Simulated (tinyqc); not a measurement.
Worked calculation: FCI on RHF in the 3-21g basis, for He, spin multiplicity 1. One step of it, computed by the program tinyqc.

Task: FCI: determinants and Hamiltonian. Slater-Condon rules over spin orbitals, with the nuclear repulsion added and E(HF) subtracted on the diagonal.

one-electron integrals over orbitals h = C^T H C (hartree):
```
           1          2
1  -1.932108  -0.319236
2  -0.319236   0.379665
```

Two-electron integrals over orbitals (pq|rs), unique and non-zero (hartree):
```
(11|11) 1.028537   (21|11) 0.319236   (21|21) 0.261994   (22|11) 0.982016
(22|21) 0.343809   (22|22) 0.998335
```

nuclear repulsion = 0 hartree

Hartree-Fock energy = -2.83567987 hartree

Give: determinants; H - E(HF) between determinants.

Result:

Occupation strings over the orbitals (2 doubly, a alpha, b beta, 0 empty; spin orbitals ordered 1a 1b 2a 2b ...): 20 ab ba 02

H - E(HF) between determinants (hartree):
```
        20       ab       ba       02
20  0.0000   0.0000   0.0000   0.2620
ab  0.0000   2.2653  -0.2620   0.0246
ba  0.0000  -0.2620   2.2653  -0.0246
02  0.2620   0.0246  -0.0246   4.5933
```
